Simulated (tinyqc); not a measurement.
Thermal boundary conductance by the acoustic and diffuse mismatch models. Inputs raised by 5 %, one at a time. Computed by tinyqc, a small Python program. Command: `OMP_NUM_THREADS=1 python tinyqc.py 3025699 3025700 out.jsonl kapitza sens`. One thread of a shared host (Intel(R) Xeon(R) Processor @ 2.30GHz), about 0.01 s of CPU time with the checks.

Each side has one longitudinal and two transverse Debye branches, omega = v q up to q_D = (6 pi^2 n)^(1/3), with n counting all atoms. Scattering at the interface is elastic. Electrons are left out of G, also for metals. Melting is ignored. G refers to the temperatures of the phonons sent towards the interface. Linear branches over all atoms overstate G at high T, most for crystals with several atoms a cell.

Inputs (values chosen for the exercise, modelled on tungsten (side 1) and silica (side 2)):
```
quantity                    value     unit
density rho_1                19.3   g/cm^3
longitudinal velocity vL_1   5270      m/s
transverse velocity vT_1     2940      m/s
atom density n_1             62.1   1/nm^3
conductivity kappa_1          170  W/(m K)
density rho_2                2.22   g/cm^3
longitudinal velocity vL_2   5900      m/s
transverse velocity vT_2     3680      m/s
atom density n_2             65.9   1/nm^3
conductivity kappa_2         1.39  W/(m K)
temperature T                  50        K
thickness d_1                1000       nm
thickness d_2                 6.9       nm
heat flux J                    39  kW/cm^2
```

Structure: superlattice.

Constants: hbar = 1.054571817e-34 J s; k_B = 1.380649e-23 J/K.

Method:
- omega_c = v q_D for each branch, given as hbar omega_c/k_B; impedance Z = rho v.
- No mode conversion. t(theta) = 4 Z_1 Z_2 cos(theta_1) cos(theta_2)/N^2, with N = Z_2 cos(theta_1) + Z_1 cos(theta_2) for L (the form for pressure waves) and N = Z_1 cos(theta_1) + Z_2 cos(theta_2) for both T branches (the form for shear waves polarised along the interface); sin(theta_2) = (v_2/v_1) sin(theta_1), and t = 0 beyond the critical angle arcsin(v_1/v_2); the mean over the incoming flux is alpha = 2 int t sin(theta_1) cos(theta_1) d theta_1 (64 Gauss-Legendre points).
- G = (k_B^4 T^3/(8 pi^2 hbar^3)) int W(x) x^4 e^x/(e^x - 1)^2 dx, x = hbar omega/(k_B T). Acoustic mismatch: W = sum over the three branches of alpha(1 to 2)/v_1^2, each up to the lower of its two cut-offs. Diffuse mismatch: W = S_1 S_2/(S_1 + S_2), where S_i sums 1/v^2 over the branches of side i still below their cut-off. Radiation limit: W = min(S_1, S_2). The integral is split at the four cut-offs (64 Gauss-Legendre points a piece, x at most 45).
- Boundary resistance R = 1/G and Kapitza length kappa_2/G use the diffuse value.
- kappa_eff = (d_1 + d_2)/(d_1/kappa_1 + d_2/kappa_2 + 2 R), two interfaces a period, with bulk conductivities in the layers; the gradient is J/kappa_eff.

Runs; columns: (1) input moved; (2) from; (3) to; (4) G, acoustic mismatch (MW/(m^2 K)); (5) G, radiation limit (MW/(m^2 K)); (6) kappa_eff (W/(m K)); (7) interface share of the resistance:
```
(1)                                (2)     (3)    (4)    (5)    (6)     (7)
base run                             -       -  74.05  194.4  36.26  0.6094
longitudinal velocity vL_1 (m/s)  5270  5533.5  72.80  194.0  36.09  0.6112
atom density n_1 (1/nm^3)         62.1  65.205  74.72  196.2  36.44  0.6075
density rho_2 (g/cm^3)            2.22   2.331  76.85  194.4  36.26  0.6094
longitudinal velocity vL_2 (m/s)  5900    6195  73.48  191.4  36.06  0.6116
transverse velocity vT_2 (m/s)    3680    3864  69.83  179.9  35.25  0.6202
conductivity kappa_2 (W/(m K))    1.39  1.4595  74.05  194.4  36.57  0.6146
thickness d_2 (nm)                 6.9   7.245  74.05  194.4  35.95  0.6040
```

Exponents ln(y'/y) / ln(x'/x):
```
input                       G, acoustic mismatch  G, radiation limit  kappa_eff  interface share of the resistance
longitudinal velocity vL_1                -0.350              -0.042     -0.096                              0.061
atom density n_1                           0.184               0.184      0.100                             -0.064
density rho_2                              0.761               0.000      0.000                              0.000
longitudinal velocity vL_2                -0.160              -0.320     -0.117                              0.075
transverse velocity vT_2                  -1.204              -1.585     -0.578                              0.362
conductivity kappa_2                       0.000               0.000      0.175                              0.175
thickness d_2                              0.000               0.000     -0.175                             -0.182
```

To which inputs is each result most sensitive?

Among the inputs moved here: G, acoustic mismatch answers most in size to transverse velocity vT_2 (exponent -1.204), next to density rho_2 (+0.761); its exponent is below 0.0005 for conductivity kappa_2, thickness d_2. G, radiation limit answers most in size to transverse velocity vT_2 (exponent -1.585), next to longitudinal velocity vL_2 (-0.320); its exponent is below 0.0005 for density rho_2, conductivity kappa_2, thickness d_2. kappa_eff answers most in size to transverse velocity vT_2 (exponent -0.578), next to conductivity kappa_2 (+0.175); its exponent is below 0.0005 for density rho_2. Interface share of the resistance answers most in size to transverse velocity vT_2 (exponent +0.362), next to thickness d_2 (-0.182); its exponent is below 0.0005 for density rho_2.

Caution (all rows): kappa_2 is of room-temperature size, so the Kapitza length is only nominal at this T. Caution (all rows): the conductivities are of room-temperature size; at this T real values can differ much and free paths can be long. Caution (all rows): R from emitted-phonon temperatures is too large for use in series with Fourier layers, by up to a factor of about 2. Caution (all rows): layers this thin are often below the phonon free path, where bulk conductivities and independent interfaces no longer hold.
